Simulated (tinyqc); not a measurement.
Inside a calculation. Model: CMOS inverter, nodal equation and switching.

Program tinyqc, `OMP_NUM_THREADS=1 python tinyqc.py 2340058 2340059 out.jsonl`; Intel Xeon 2.30GHz, shared host, one thread, about 0.03 s. Printed values are rounded.

An n-channel pull-down (bn, VTn) and a p-channel pull-up (bp, VTp) share the input Vin and the output node Vout, which carries the load C. Transistor (EKV form, voltages against the body): I = 2 n b Vt^2 [F(vp - Vs) - F(vp - Vd)] from drain to source, F(v) = ln^2(1 + exp(v/(2 Vt))), vp = (Vg - VT + sg |Vd - Vs|)/n. n-channel bodies are at 0; for the p-channel device all voltages are counted down from Vdd. b in uA/V^2 gives I in uA. Static: In = Ip. Transient: C dVout/dt = Ip - In. No velocity saturation, no gate capacitance beyond C.

Values chosen for this exercise: temperature T = 273 K; supply voltage Vdd = 0.6 V; slope factor n = 1.17; drain-induced barrier lowering sg = 0.111; n-channel threshold VTn = 0.36 V; p-channel threshold (magnitude) VTp = 0.31 V; gain factor of the pull-down transistor bn = 290 uA/V^2; gain factor of the pull-up transistor bp = 290 uA/V^2; load capacitance C = 2.2 fF; input voltage Vin = 0.21 V; time step dt = 20 ps.

Constants: q = 1.602176634e-19 C, kB = 1.380649e-23 J/K, Vt = kB T/q. Results are converted to the units shown.

## Iteration 1: output voltage by Newton steps

Vout at the start = 0.3 V

f = In - Ip at (Vin, Vout); G = df/dVout by a central difference with +/- 1e-6 V; Vout(new) = Vout - f/G, the step limited to +/- 0.1 V.

In = 0.00482665 uA
Ip = 1.78203 uA
G = 2.94655 uS
Vout after iteration 1 = 0.4 V

## Iteration 2: output voltage by Newton steps

As before.

In = 0.00705174 uA
Ip = 1.50191 uA
G = 2.75412 uS
Vout after iteration 2 = 0.5 V

## Course of the iteration: output voltage by Newton steps

Stop when Vout changes by less than 1e-9 V, or after 30 iterations.

Course of the iteration:
```
iteration	Vout (V)	|change| (V)
1	0.4	0.100
2	0.5	0.100
3	0.6	0.100
4	0.599313	6.87e-4
5	0.599310	2.77e-6
6	0.599310	4.48e-11
```

Converged in 6 iterations. At the end the number of correct digits about doubles with each step.

## Transfer curve

Vin, point 0 to 10 (V): 0  0.06  0.12  0.18  0.24  0.3  0.36  0.42  0.48  0.54  0.6

For each Vin solve In = Ip; gain = dVout/dVin.

```
point	Vout (V)	supply current (uA)	gain
0	0.600000	8.7741e-6	0.0000
1	0.599999	7.6875e-5	0.0000
2	0.599986	6.6130e-4	-0.0006
3	0.599819	0.0054013	-0.0080
4	0.597235	0.038429	-0.1310
5	0.516374	0.16813	-6.6217
6	0.039416	0.14671	-2.6875
7	0.001729	0.028162	-0.0805
8	0.000117	0.0038300	-0.0051
9	0.000009	4.6304e-4	-0.0004
10	0.000001	5.3583e-5	0.0000
```

The switching point Vin = Vout lies at 0.3225 V, with a gain of -9.01. The current peaks at 0.168 uA among the points, against 8.8e-6 and 5.4e-5 uA of leakage at the ends.

## Switching point and noise margins

VM solves In = Ip with Vin = Vout. VIL and VIH are the inputs at which the gain is -1; NML = VIL - Vout(VIH), NMH = Vout(VIL) - VIH.

VM = 0.32250 V
gain at VM = -9.0079
VIL = 0.27706 V
VIH = 0.37294 V
NML = 0.25918 V
NMH = 0.20918 V

VM lies 23 mV above Vdd/2, and the low margin is the larger one. With both transistors saturated the size of the gain tends to 1/sg = 9.01; here it is 0.013 % below that.

## Step 1: one time step of the falling output

Vout at t = 0 = 0.6 V

The input steps to Vdd at t = 0; I = In - Ip. Implicit Euler: V(new) = V - (dt/C) I(V(new)), solved for V(new); 1 ps uA/fF = 1 mV.

I(V) = 11.6659 uA
I(V(new)) = 10.8514 uA
Vout after step 1 = 0.501351 V

## Step 2: one time step of the falling output

As before.

I(V) = 10.8514 uA
I(V(new)) = 10.1188 uA
Vout after step 2 = 0.409361 V

## Delays and energy

For a step input the delay to Vdd/2 is tHL = C times the integral of dV/(In - Ip) from Vdd/2 to Vdd at Vin = Vdd, and tLH likewise with Ip - In from 0 to Vdd/2 at Vin = 0. Energy drawn for one full cycle of the output: C Vdd^2. Leakage power: Vdd times the mean of the supply currents at Vin = 0 and Vdd.

tHL = 63.4389 ps
tLH = 46.1929 ps
energy = 0.792 fJ
leakage power = 0.0187072 nW

Time steps as above cross Vdd/2 at 65.9 ps by linear interpolation, 3.9 % above tHL. tLH/tHL = 0.728, with bn/bp = 1.00.
